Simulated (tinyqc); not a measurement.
# Worked calculation: MOS inversion layer, Poisson-Schroedinger loop

Program tinyqc, `OMP_NUM_THREADS=1 python tinyqc.py 2160159 2160160 out.jsonl`; Intel Xeon 2.30GHz, shared host, one thread, about 1 s. Printed values are rounded.

Electrons confined at an insulator interface at z = 0, treated as a hard wall; parabolic valleys, Hartree approximation, no image or exchange terms. The depletion charge lies far deeper than the electrons and gives a uniform field q Nd/(eps0 eps_r); the gate balances all charge. Energies are counted from the band edge at the interface.

Values chosen for this exercise; masses and permittivity close to those of silicon (100):
- T = 77 K (temperature)
- eps_r = 11.7 (relative permittivity)
- mz1 = 0.909 m0 (mass along z of valley set A (2 valley(s)))
- md1 = 0.188 m0 (in-plane density-of-states mass of set A)
- mz2 = 0.189 m0 (mass along z of valley set B (4 valley(s)))
- md2 = 0.421 m0 (in-plane density-of-states mass of set B)
- Ns = 6.7e12 cm^-2 (sheet density of electrons)
- Nd = 1.3e12 cm^-2 (sheet density of depletion charge)
- dE = 0 eV (extra shift of set B (strain))
- hz = 0.78 nm (mesh step)
- a = 0.3 (mixing factor)

Constants: q = 1.602176634e-19 C, kB = 1.380649e-23 J/K, hbar = 1.054571817e-34 J s, m0 = 9.1093837015e-31 kg, Vt = kB T/q, eps0 = 8.8541878128e-14 F/cm where lengths are in cm, hbar^2/(2 m0) = 0.0380998212 eV nm^2. Results are converted to the units shown.

## Fixed part of the potential

z, node 1 to 16 (nm): [0.78, 1.56, 2.34, 3.12, 3.9, 4.68, 5.46, 6.24, 7.02, 7.8, 8.58, 9.36, 10.14, 10.92, 11.7, 12.48]

V0 = q Nd z/(eps0 eps_r) in eV.

fixed potential V0, node 1 to 16 (eV): [0.0156824, 0.0313649, 0.0470473, 0.0627298, 0.0784122, 0.0940947, 0.1097771, 0.1254596, 0.1411420, 0.1568244, 0.1725069, 0.1881893, 0.2038718, 0.2195542, 0.2352367, 0.2509191]

## Round 1: levels and probability densities

self-consistent potential U at the start, node 1 to 16 (eV): [0, 0, 0, 0, 0, 0, 0, 0, 0, 0, 0, 0, 0, 0, 0, 0]

Tridiagonal Hamiltonian with psi = 0 one step beyond both ends: H_ii = C (1/m_(i-1/2) + 1/m_(i+1/2))/hz^2 + V0_i + U_i (+ dE for the set B), H_(i,i+1) = -C/(m_(i+1/2) hz^2), C = hbar^2/(2 m0). The lowest 2 level(s) of each valley set are kept, normalised to hz sum |psi|^2 = 1. The mass is the same on all intervals.

levels (eV): A1 0.0591794, A2 0.1021728, B1 0.1008500, B2 0.1757941
|psi|^2 of A1, node 1 to 16 (1/nm): [0.2488392, 0.4661076, 0.3492360, 0.1561304, 0.0482540, 0.0111362, 0.0020134, 0.0002948, 0.0000358, 0.0000037, 0.0000003, 0.0000000, 0.0000000, 0.0000000, 0.0000000, 0.0000000]
|psi|^2 of A2, node 1 to 16 (1/nm): [0.2154986, 0.1194640, 0.0164338, 0.2494471, 0.3419319, 0.2193747, 0.0882558, 0.0251459, 0.0054275, 0.0009266, 0.0001290, 0.0000150, 0.0000015, 0.0000001, 0.0000000, 0.0000000]
|psi|^2 of B1, node 1 to 16 (1/nm): [0.0575740, 0.1749043, 0.2588585, 0.2670113, 0.2164406, 0.1460978, 0.0849315, 0.0434659, 0.0198878, 0.0082288, 0.0031053, 0.0010752, 0.0003422, 0.0000991, 0.0000248, 0.0000041]
|psi|^2 of B2, node 1 to 16 (1/nm): [0.0558462, 0.1284798, 0.1051838, 0.0269552, 0.0027023, 0.0639430, 0.1531975, 0.2042630, 0.1970002, 0.1515709, 0.0976598, 0.0540981, 0.0260420, 0.0107819, 0.0036012, 0.0007263]

## Round 1: Fermi level and occupations

Level k holds N_k = D_k Vt ln(1 + exp((EF - E_k)/Vt)) with D = 2 md1 m0 q/(pi hbar^2) for the set A, D = 4 md2 m0 q/(pi hbar^2) for the set B per eV (spin included); EF is fixed by sum N_k = Ns.

EF = 0.09271608 eV
N_k (cm^-2): A1 5.274136e12, A2 2.245730e11, B1 1.201274e12, B2 1.704147e7

## Round 1: density, output potential and mixing

n_i = sum_k N_k |psi_k|^2 (converted to cm^-3). Hartree part by Gauss: on the interval before node i the electrons still beyond are S_i = Ns - hz sum_(j<i) n_j, and U_i = U_(i-1) + q S_i hz/(eps0 eps_r) in eV, U_0 = 0 at the interface. Mixing: U(new) = U + a (U(out) - U).

n, node 1 to 16 (in units of 1e19 cm^-3): [1.429970, 2.695253, 2.156571, 1.200226, 0.591291, 0.283504, 0.132467, 0.059420, 0.025302, 0.010115, 0.003763, 0.001296, 0.000412, 0.000119, 0.000030, 0.000005]
U(out), node 1 to 16 (eV): [0.0808249, 0.1481946, 0.1902033, 0.2119199, 0.2223430, 0.2272023, 0.2293941, 0.2303393, 0.2307255, 0.2308736, 0.2309265, 0.2309441, 0.2309494, 0.2309508, 0.2309512, 0.2309512]
U after round 1, node 1 to 16 (eV): [0.02424747, 0.04445837, 0.05706099, 0.06357596, 0.06670289, 0.06816070, 0.06881822, 0.06910180, 0.06921766, 0.06926209, 0.06927796, 0.06928322, 0.06928482, 0.06928525, 0.06928535, 0.06928537]

## Course of the self-consistent loop

Start from U = 0. Stop when the largest |U(out) - U| is below 1e-7 eV, or after 120 rounds.

Course of the iteration:
```
round  level A1 (eV)     EF (eV)  largest |U(out) - U| (eV)
1         0.05917941  0.09271608                      0.231
2          0.1032914   0.1429745                      0.103
3          0.1273423   0.1682242                     0.0601
4          0.1424854   0.1837012                     0.0380
5          0.1524600   0.1937724                     0.0253
6          0.1591729   0.2005020                     0.0171
7          0.1637472   0.2050663                     0.0116
8          0.1668889   0.2081919                    7.97e-3
9          0.1690581   0.2103461                    5.49e-3
...              ...         ...                        ...
32         0.1740010   0.2152514                    1.32e-6
33         0.1740014   0.2152518                    9.21e-7
34         0.1740017   0.2152520                    6.44e-7
35         0.1740019   0.2152522                    4.50e-7
36         0.1740020   0.2152524                    3.14e-7
37         0.1740021   0.2152525                    2.20e-7
38         0.1740022   0.2152525                    1.54e-7
39         0.1740022   0.2152526                    1.07e-7
40         0.1740023   0.2152526                    7.51e-8
```

Converged in 40 rounds. Towards the end the residual shrinks by a factor of about 0.70 a round.

## Converged levels, occupations and centroid

converged U, node 1 to 16 (eV): [0.0808248, 0.1243772, 0.1392477, 0.1436220, 0.1450029, 0.1455096, 0.1457124, 0.1457942, 0.1458261, 0.1458378, 0.1458418, 0.1458431, 0.1458435, 0.1458436, 0.1458436, 0.1458436]

Solve for the levels with V0 + U, find EF, n_i = sum_k N_k |psi_k|^2 (in cm^-3); share of each level N_k/Ns; centroid sum n z/sum n.

levels (eV): A1 0.1740023, A2 0.2340080, B1 0.2375678, B2 0.3156193
EF = 0.2152526 eV
shares (%): A1 96.73351, A2 0.89484, B1 2.37163, B2 0.00002
n, node 1 to 16 (in units of 1e19 cm^-3): [3.961171, 3.048201, 1.115490, 0.318119, 0.092914, 0.032299, 0.012849, 0.005311, 0.002144, 0.000818, 0.000291, 0.000096, 0.000029, 0.000008, 0.000002, 0.000000]
centroid = 1.407463 nm

An 800-node mesh to 21 nm with 8 levels a set gives A1 = 0.1759 eV, EF = 0.2175 eV and a centroid of 1.442 nm; the levels kept above hold 100 % of the electrons there. The coarse centroid is 2.4 % below the fine one.

## Closed-form estimates

Triangular well: E_k = a_k (C F^2/mz)^(1/3), a_1 = 2.338107, a_2 = 4.087949, C = hbar^2/(2 m0), F in eV/nm. Fang-Howard (all electrons in the lowest level of set A): b^3 = 6 (mz1/C) q (Nd + 11 Ns/32)/(eps0 eps_r), centroid 3/b, level C b^2/(4 mz1) + (3/b) q (Nd + 11 Ns/16)/(eps0 eps_r). Use F = q (Nd + Ns)/(eps0 eps_r), the surface field, and F = q (Nd + Ns/2)/(eps0 eps_r).

A1 with the surface field = 0.2016638 eV
A1 with Nd + Ns/2 = 0.1404548 eV
A2 with Nd + Ns/2 = 0.2455714 eV
b = 1.998093 1/nm
Fang-Howard centroid = 1.501431 nm
Fang-Howard level = 0.1789833 eV

Against the self-consistent A1 = 0.1759 eV on a fine mesh, the surface-field estimate is 15 % above it, the half-charge one 20 % below it and Fang-Howard 1.7 % above it. A1 holds 97.5 % of the electrons, and the Fang-Howard centroid is 4.1 % above the full one.
